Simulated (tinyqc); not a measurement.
# From one set of inputs to another, one input at a time

Model: vacuum evaporation: vapour pressure, source flux, thickness distribution, purity and step coverage. Computed by tinyqc, a small Python program. Command: `OMP_NUM_THREADS=1 python tinyqc.py 3110971 3110972 out.jsonl evap ladder`. One thread of a shared host (Intel(R) Xeon(R) Processor @ 2.30GHz), about 0.02 s of CPU time with the checks.

Molecular flow, unit sticking of the metal, no re-evaporation. The background gas is taken as water vapour (18.015 g/mol, collision diameter 0.37 nm) at 300 K.

The inputs printed are set A. Set A is modelled on copper, with constants for the liquid; the values taken over come from a set modelled on gold, with constants for the liquid. Inputs not listed in the table keep their values of set A, so the rows need not describe a real material.

Inputs (values chosen for the exercise, modelled on copper, with constants for the liquid):

| quantity | value | unit |
|---|---|---|
| molar mass M | 63.55 | g/mol |
| film density rho | 8.96 | g/cm^3 |
| vapour-pressure constant A | 10.86 | - |
| vapour-pressure constant B | 16420 | K |
| source temperature T | 1570 | K |
| source area | 0.87 | cm^2 |
| directionality n | 2 | - |
| source-to-wafer distance h | 39 | cm |
| wafer radius R | 10 | cm |
| source offset from the axis s/h | 0.91 | - |

Constants: u = 1.6605390666e-27 kg; k_B = 1.380649e-23 J/K; R = 8.314462618 J/(mol K).

Method:
- log10(p_v/Pa) = A - B/T; flux from the surface Phi = p_v/sqrt(2 pi m k_B T), m = M u.
- Mass loss = Phi x area x m; heat of evaporation = ln(10) R B; d ln Phi/dT = ln(10) B/T^2 - 1/(2 T).
- A small source emits (n + 1) Phi area cos^n(phi)/(2 pi) per solid angle; on a parallel plane at height h and lateral distance l the arrival rate is (n + 1) Phi area/(2 pi h^2) x (1 + (l/h)^2)^(-(n + 3)/2). Growth rate = arrival rate x m/rho, m = M u. The wafer is fixed and centred above the source.
- Rotating wafer, source offset by s and facing upwards: thickness at radius r is the mean over the angle a of (1 + (r^2 + s^2 - 2 r s cos a)/h^2)^(-(n + 3)/2), by 360 equal steps; non-uniformity (max - min)/(max + min) over 21 radii from 0 to R.

Each row keeps all changes above it:

| input moved | from | to | growth rate at the centre (nm/s) | non-uniformity, rotating (%) | mass loss (g/h) |
|---|---|---|---|---|---|
| set A | - | - | 0.0676 | 2.4147 | 0.695 |
| directionality n | 2 | 3 | 0.0901 | 4.0234 | 0.695 |
| source temperature T (K) | 1570 | 1830 | 2.5563 | 4.0234 | 19.700 |
| wafer radius R (cm) | 10 | 7.5 | 2.5563 | 2.3495 | 19.700 |
| source-to-wafer distance h (cm) | 39 | 28 | 4.9593 | 4.3562 | 19.700 |
| vapour-pressure constant B (K) | 16420 | 18030 | 0.6541 | 4.3562 | 2.598 |
| source offset from the axis s/h | 0.91 | 0.45 | 0.6541 | 3.2489 | 2.598 |
| source area (cm^2) | 0.87 | 0.21 | 0.1579 | 3.2489 | 0.627 |

Where does the difference come from?

Growth rate at the centre goes from 0.0676 to 0.158, a factor 2.34 in all. The largest single move comes from source temperature T (a factor 28.4), and vapour-pressure constant B works against it (a factor 0.132). non-uniformity, rotating goes from 2.41 to 3.25, a factor 1.35 in all. The largest single move comes from source-to-wafer distance h (a factor 1.85), and wafer radius R works against it (a factor 0.584). Mass loss goes from 0.695 to 0.627, a factor 0.903 in all. The largest single move comes from source temperature T (a factor 28.4), but it runs against the net change; the largest move in the direction of the net change is vapour-pressure constant B (a factor 0.132). The single moves hold for this order of the switches; the total does not depend on the order.

Caution (rows source temperature T, wafer radius R, source-to-wafer distance h): at this vapour pressure atoms collide above the melt, which widens the beam and lowers the net flux.

Extremes, crossings and ranges named in words are read from the listed rows.
